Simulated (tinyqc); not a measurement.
What each parameter does: tunnelling through a thin dielectric with one trap, as a tight-binding chain.

Hopping -t everywhere, t = c/(m a^2), c = hbar^2/2m0; lead sites at 2t (band bottom 0), barrier sites 1 to N at 2t + phi, and site j has U besides. No voltage. Leads give S = -t exp(ika) on sites 1 and N, cos(ka) = 1 - E/(2t). T = (2 t sin(ka))^2 |G_1N|^2, G = (E - H - S)^-1. In the barrier cosh(q a) = 1 + (phi - E)/(2t).

Resonance: the lowest eigenvalue of H + S(E), iterated until its real part equals E (40 rounds from Eb = phi + 2t - sqrt(4t^2 + U^2), the level in an endless barrier). With v the normalised squared amplitudes of that state, Gamma_L = 2 t sin(ka) v_1, Gamma_R = 2 t sin(ka) v_N; Breit-Wigner T = Gamma_L Gamma_R/((E - Er)^2 + (Gamma_L + Gamma_R)^2/4).

Constants: hbar^2/2m0 = 3.80998211 eV angstrom^2.

Inputs chosen for the exercise (barrier and mass of the size used for Si3N4 on silicon; shifted at random, so the results belong to these values and not to a real crystal): a = 2 angstrom (site spacing); m = 0.42 m0 (mass, the same in leads and barrier); phi = 2.25 eV (conduction edge of the barrier above that of the leads); N = 7 (barrier sites); j = 3 (site of the trap); U = -3.3 eV (extra energy on the trap site); E = 0.68 eV (electron energy).

Resonance and log10 T at E.

One parameter was then changed.

Results before and after:
```
case     Er (eV)  Gamma_L (meV)  Gamma_R (meV)  log10 T
base      1.1820          137.3          9.236   -2.912
changed   1.2856          137.2          9.244   -3.187
```

Which of these changes was made? (a) phi = 2.35 eV; (b) U = -3.201 eV; (c) N = 8; (d) j = 4; (e) m = 0.386 m0.

Answer: (a) phi = 2.35 eV. Of the candidates, run in turn, only this one gives the changed row.

All candidates:
```
case           Er (eV)  Gamma_L (meV)  Gamma_R (meV)  log10 T
base            1.1820          137.3          9.236   -2.912
m = 0.386 m0    1.2583          167.0          13.65   -2.841
phi = 2.35 eV   1.2856          137.2          9.244   -3.187
N = 8           1.1821          137.0          2.396   -3.616
j = 4           1.1806          34.91          34.91   -2.922
U = -3.201 eV   1.2436          143.1          10.35   -3.017
```

tinyqc: `OMP_NUM_THREADS=1 python tinyqc.py 1450514 1450515 out.jsonl`; about 0.04 s, one thread, shared Intel(R) Xeon(R) Processor @ 2.30GHz.
